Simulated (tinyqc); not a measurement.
Electron continuity equation in a given potential, Scharfetter-Gummel discretisation: one step of the calculation.

Steady state in one dimension: J = q mu n E + q D dn/dx with E = -dpsi/dx and D = mu Vt, dJ/dx = 0, fixed densities nL and nR at the ends. The potential is given, psi = U x/L, and is not changed by the electrons.

Problem. Bernoulli factors. d_i = (psi_(i+1) - psi_i)/Vt; B(d) = d/(exp(d) - 1), B(0) = 1. The flux on interval i is J_i = (q D/h) [n_(i+1) B(d_i) - n_i B(-d_i)].

Values chosen for this exercise:
```
symbol,value,unit,meaning
T,293,K,temperature
```

Constants: q = 1.602176634e-19 C, kB = 1.380649e-23 J/K, Vt = kB T/q. Results are converted to the units shown.

psi, node 0 to 11 (V): 0.0000000  -0.1272727  -0.2545455  -0.3818182  -0.5090909  -0.6363636  -0.7636364  -0.8909091  -1.0181818  -1.1454545  -1.2727273  -1.4000000

Give: d_i; B(d_i); B(-d_i).

Solution.

```
interval     d_i  B(d_i)  B(-d_i)
0         -5.041   5.074  0.03282
1         -5.041   5.074  0.03282
2         -5.041   5.074  0.03282
3         -5.041   5.074  0.03282
4         -5.041   5.074  0.03282
5         -5.041   5.074  0.03282
6         -5.041   5.074  0.03282
7         -5.041   5.074  0.03282
8         -5.041   5.074  0.03282
9         -5.041   5.074  0.03282
10        -5.041   5.074  0.03282
```

The largest |d_i| is 5.04, above 2, where central differences lose the sign pattern that keeps densities positive.

Computed by the program tinyqc: `OMP_NUM_THREADS=1 python tinyqc.py 2220143 2220144 out.jsonl`, one thread of a shared Intel Xeon 2.30GHz, about 0.01 s for the whole run.
